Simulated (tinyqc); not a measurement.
# Worked calculation: resonant-tunnelling diode, transfer matrices and Tsu-Esaki current

tinyqc, about 0.1 s, one thread, Intel Xeon 2.30GHz (shared host): `OMP_NUM_THREADS=1 python tinyqc.py 2600024 2600025 out.jsonl` Printed values are rounded.

Emitter (band edge 0), barrier d1, well Lw, barrier d2, spacer ds, collector (edge -V). The bias drops linearly over these layers and none in the contacts; each layer is cut into ns equal slices, flat at the value of their centres. E is the energy of motion across the layers, C = hbar^2/(2 m0), psi and psi'/m are continuous. Transport is coherent, T(E) is taken as independent of the transverse momentum, and charge in the well is ignored.

Inputs (values chosen for the exercise); masses and offsets close to those of InGaAs wells and InAlAs barriers:

| symbol | value | unit | meaning |
|---|---|---|---|
| T | 150 | K | temperature |
| mw | 0.04 | m0 | mass in the well, spacer and contacts |
| U1 | 0.5 | eV | barrier height |
| m1 | 0.075 | m0 | barrier mass |
| d1 | 1.6 | nm | emitter barrier |
| Lw | 4.2 | nm | well width |
| d2 | 1.6 | nm | collector barrier |
| ns | 1 |  | slices in each layer |
| ds | 3.1 | nm | undoped spacer after the collector barrier |
| Ef | 0.12 | eV | Fermi energy of both contacts above their band edges |
| V | 0.17 | V | bias of the collector |
| E | 0.12795 | eV | trial energy |

Constants: q = 1.602176634e-19 C, kB = 1.380649e-23 J/K, hbar = 1.054571817e-34 J s, m0 = 9.1093837015e-31 kg, Vt = kB T/q, hbar^2/(2 m0) = 0.0380998212 eV nm^2. Results are converted to the units shown.

## Slices under bias

U = edge of the layer - V x/Lt at the centre x of each slice, Lt the summed thickness.

```
slice      U (eV)  m (m0)  width (nm)
0       0.4870476   0.075         1.6
1      -0.0599048    0.04         4.2
2       0.3931429   0.075         1.6
3      -0.1449048    0.04         3.1
```

## Running product of the slice matrices at the trial energy

For the pair (psi, psi'/m) a flat layer has M = [[cos kd, (m/k) sin kd], [-(k/m) sin kd, cos kd]] with k = sqrt(m (E - U)/C) above its edge U, and M = [[cosh Kd, (m/K) sinh Kd], [(K/m) sinh Kd, cosh Kd]] with K = sqrt(m (U - E)/C) below it. Later slices stand to the left. With M acting on (psi, psi'/m) and v = k/m in each lead, T(E) = 4 vL vR/[(vL vR M12 - M21)^2 + (vR M11 + vL M22)^2]. vL = sqrt(mw E/C)/mw, vR = sqrt(mw (E + V)/C)/mw.

Product after each layer:
```
                  M11    M12 (nm)  M21 (1/nm)        M22
barrier d1   2.049768   0.1596122    20.05831   2.049768
well         1.134105   0.1303617   -27.59885  -2.290647
barrier d2  -2.120253  -0.1127125   -32.55055  -2.202026
spacer      -2.236005  -0.1539765    31.13292   1.696659
```

T(E) = 0.1808414

## Transmission at three energies near the peak

three energies (eV): 0.071763  0.085763  0.099763

The same product at each energy.

T(E) at these energies: 0.2998107  0.8750676  0.6683067

## Breit-Wigner parameters from a parabola through 1/T(E)

Near a resonance 1/T(E) = (1/Tp) [1 + (2 (E - Er)/G)^2]. With y = 1/T(E) at E0 - h, E0, E0 + h: a = (y1 + y3 - 2 y2)/(2 h^2), b = (y3 - y1)/(2 h), Er = E0 - b/(2 a), 1/Tp = y2 - b^2/(4 a), G = 2 sqrt(1/(Tp a)), tau = hbar/G.

Er = 0.09081906 eV
Tp = 1.023834
G = 24.52507 meV
tau = 26.83833 fs

The true maximum of T(E) lies at 0.089853 eV with height 0.9532 and full width 28.62 meV; the fitted G is 14 % below that width.

## Current from the resonance alone

J = J0 times the integral over E > 0 of T(E) N(E), N = ln[(1 + exp((Ef - E)/Vt))/(1 + exp((Ef - V - E)/Vt))], J0 = q^2 mw m0 kB T/(2 pi^2 hbar^3) (times 1e-4 for A/cm^2 per eV). For a sharp resonance J = J0 (pi G/2) Tp N(Er), with Er the peak energy, Tp the peak transmission and G the full width at half maximum (in eV). The three values given are estimates from a parabola through three points of 1/T(E).

J0 = 8.367314e6 A/(cm^2 eV)
N(Er) = 2.357010
J = 777.8706 kA/cm^2

The full integral over T(E) gives 697.9 kA/cm^2; the value above is 11 % above it. With the exact position, height and width of the peak (Er = 0.089853 eV, Tp = 0.9532, G = 28.62 meV) the formula is 25 % above it.
